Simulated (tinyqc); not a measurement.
Frequency dispersion of an accumulation capacitance by border traps, distributed model: two steps of the calculation.

Traps spread evenly through the insulator exchange electrons with the semiconductor by tunnelling, with tau(x) = t0 exp(2 ka x) at depth x from the interface. The admittance per area Y seen at depth x obeys dY/dx = -Y^2/(i w eps0 eox) + q Nb ln(1 + i w tau)/tau, with Y(0) = i w Cs and w = 2 pi f; the gate sees Y(tox) = G + i w C. Working variable y = Y/(i w), in uF/cm^2. Cox = eps0 eox/tox.

Values chosen for this exercise; permittivity close to that of aluminium oxide: relative permittivity of the insulator eox = 8.45; insulator thickness tox = 10 nm; semiconductor capacitance in accumulation Cs = 3.7 uF/cm^2; density of border traps Nb = 4.5e19 cm^-3 eV^-1; decay constant of the wave function in the insulator ka = 5.7 1/nm; time constant of a trap at the interface t0 = 4e-10 s; frequency f = 100 Hz; depth down to which the steps are taken xe = 1.8 nm.

Constants: q = 1.602176634e-19 C, eps0 = 8.8541878128e-14 F/cm where lengths are in cm. Results are converted to the units shown.

Task 1. Midpoint steps through the active depth. In terms of y: dy/dx = -y^2/(eps0 eox) + s(x), s = q Nb ln(1 + z)/z, z = i w tau. 11 midpoint steps of h = xe/11: y_half = y + (h/2) y'(x, y), y(new) = y + h y'(x + h/2, y_half).

Give: x; s; y.

Result 1.

```
point  x (nm)  s (uF/(cm^2 nm))   y (uF/cm^2)
0           0    0.7210+0.0000i  3.700+0.000i
1      0.1636    0.7210+0.0000i  3.533+0.000i
2      0.3273    0.7210+0.0000i  3.390+0.000i
3      0.4909    0.7210+0.0000i  3.266+0.000i
4      0.6545    0.7210-0.0002i  3.159+0.000i
5      0.8182    0.7210-0.0010i  3.066+0.000i
6      0.9818    0.7209-0.0066i  2.984+0.000i
7       1.145    0.7177-0.0422i  2.912-0.003i
8       1.309    0.6163-0.2165i  2.846-0.019i
9       1.473    0.2009-0.2365i  2.740-0.062i
10      1.636    0.0349-0.0785i  2.598-0.077i
11      1.800    0.0055-0.0187i  2.460-0.075i
```

Task 2. Capacitance and conductance at the gate. Beyond xe the traps are ignored, so 1/y(tox) = 1/y(xe) + (tox - xe)/(eps0 eox); C = Re y, G/w = -Im y, loss tangent G/(w C).

y at xe = 2.4604566-0.0747207i uF/cm^2

Find: y at the gate; C; G/w; loss tangent.

Result 2.

y at the gate = 0.66571-0.00547i uF/cm^2
C = 0.66571 uF/cm^2
G/w = 0.0054653 uF/cm^2
loss tangent = 0.0082097

Numbers from tinyqc (`OMP_NUM_THREADS=1 python tinyqc.py 2202210 2202211 out.jsonl`; about 0.6 s on one thread of a shared Intel Xeon 2.30GHz).
